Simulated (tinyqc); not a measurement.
# AlGaN/GaN HEMT with access regions, lumped model: several studies

A polarisation-induced electron sheet under a Schottky gate, in series with two ungated access regions and contacts. Drift law v = mu E/(1 + mu E/vs) under the gate. Currents in mA/mm, resistances in ohm mm. No self-heating, no channel-length modulation; fits for polarisation, barrier and offset are chosen for the exercise.

Parameters, values chosen for the exercise; values close to those of AlGaN/GaN structures: aluminium share of the barrier x = 0.25; barrier thickness d = 15 nm; relative permittivity of barrier and channel eps_r = 9.4; channel mobility mu = 1500 cm^2/(V s); saturation velocity vs = 1.4e7 cm/s; gate length Lg = 0.5 um; source access length Ls = 0.5 um; drain access length Ld = 2 um; resistance of each contact Rc = 0.48 ohm mm; share of the drain-access electrons removed by traps ft = 0; gate voltage Vg = 0 V.

Constants: q = 1.602176634e-19 C, eps0 = 8.8541878128e-14 F/cm where lengths are in cm. Results are converted to the units shown.

Each table varies one quantity; the others keep the values above.

## Effect of the aluminium share of the barrier

sigma = (5e13 x + 1.6e13 x^2) cm^-2, phiB = 0.84 + 1.3 x, dEc = 0.7 (1.71 x + x^2) in volts, Cb = eps0 eps_r/d, VT = phiB - dEc - q sigma/Cb, access density n0 = -Cb VT/q. Access resistance R(L, n) = L/(q mu n sqrt(1 - (I/(q n vs))^2)); Rs = Rc + R(Ls, n0), Rd = Rc + R(Ld, (1 - ft) n0). Vg' = Vg - I Rs, Vd' = Vd - I (Rs + Rd); with u = Vg' - VT, Vc = vs Lg/mu and w the smaller of Vd' and Vc [sqrt(1 + 2 u/Vc) - 1] (0 if negative), the channel gives (mu Cb/Lg)(u w - w^2/2)/(1 + w/Vc). I equals that channel current. Isat is I at Vd = 10 V, gm = dIsat/dVg, Ron the limit of Vd/I at small Vd.

Effect of the aluminium share of the barrier:

| x | VT (V) | n0 (cm^-2) | Ron (ohm mm) | Isat (mA/mm) | gm (mS/mm) |
|---|---|---|---|---|---|
| 0.12 | -0.9568 | 3.313e12 | 4.727 | 195.3 | 269.8 |
| 0.17 | -1.751 | 6.063e12 | 3.019 | 468.9 | 335.3 |
| 0.22 | -2.571 | 8.904e12 | 2.362 | 789.9 | 372.4 |
| 0.27 | -3.418 | 1.184e13 | 2.015 | 1144 | 397.0 |
| 0.32 | -4.292 | 1.486e13 | 1.800 | 1526 | 414.9 |
| 0.37 | -5.192 | 1.798e13 | 1.654 | 1932 | 428.7 |
| 0.42 | -6.119 | 2.119e13 | 1.549 | 2359 | 439.7 |

As x goes from 0.12 to 0.42, Ron falls from 4.73 to 1.55 ohm mm, Isat rises from 195 to 2360 mA/mm and gm rises from 270 to 440 mS/mm. VT falls from -0.957 to -6.12 V. For x = 0.22 to 0.42 the power passes 5 W/mm, where self-heating, left out here, lowers the current.

## Effect of the source access length

Same model as above.

The same in every row: VT (V) = -3.076; n0 (cm^-2) = 1.065e13.

Results:

| Ls (um) | Ron (ohm mm) | Isat (mA/mm) | gm (mS/mm) |
|---|---|---|---|
| 0.1 | 1.976 | 1072 | 425.3 |
| 0.3 | 2.054 | 1034 | 405.5 |
| 0.6 | 2.171 | 982.8 | 380.3 |
| 1 | 2.327 | 923.3 | 352.7 |
| 1.5 | 2.522 | 859.9 | 324.7 |
| 4 | 3.499 | 647.2 | 238.1 |

Estimate the missing row, Ls = 2.5 um.

Computed row:

| Ls (um) | Ron (ohm mm) | Isat (mA/mm) | gm (mS/mm) |
|---|---|---|---|
| 2.5 | 2.913 | 758.5 | 282.4 |

With this row back in the table: As Ls goes from 0.1 to 4 um, Ron rises from 1.98 to 3.50 ohm mm, Isat falls from 1070 to 647 mA/mm and gm falls from 425 to 238 mS/mm. The ceiling Cb vs is 777 mS/mm. In every row the power passes 5 W/mm, where self-heating, left out here, lowers the current.

## Effect of the gate length

Same model as above.

The same in every row: VT (V) = -3.076; n0 (cm^-2) = 1.065e13.

Effect of the gate length:

| Lg (um) | Ron (ohm mm) | Isat (mA/mm) | gm (mS/mm) |
|---|---|---|---|
| 0.05 | 1.956 | 1336 | 442.5 |
| 0.09 | 1.972 | 1276 | 435.5 |
| 0.16 | 1.999 | 1202 | 425.1 |
| 0.29 | 2.050 | 1106 | 409.1 |
| 0.52 | 2.140 | 990.7 | 386.4 |
| 0.93 | 2.300 | 856.4 | 355.2 |
| 1.7 | 2.600 | 701.6 | 312.8 |
| 3 | 3.108 | 550.7 | 264.0 |

What does the table show?

As Lg goes from 0.05 to 3 um, Ron rises from 1.96 to 3.11 ohm mm, Isat falls from 1340 to 551 mA/mm and gm falls from 443 to 264 mS/mm. The ceiling Cb vs is 777 mS/mm. In every row the power passes 5 W/mm, where self-heating, left out here, lowers the current.

Numbers from tinyqc (`OMP_NUM_THREADS=1 python tinyqc.py 2570067 2570068 out.jsonl`; about 0.02 s on one thread of a shared Intel Xeon 2.30GHz).
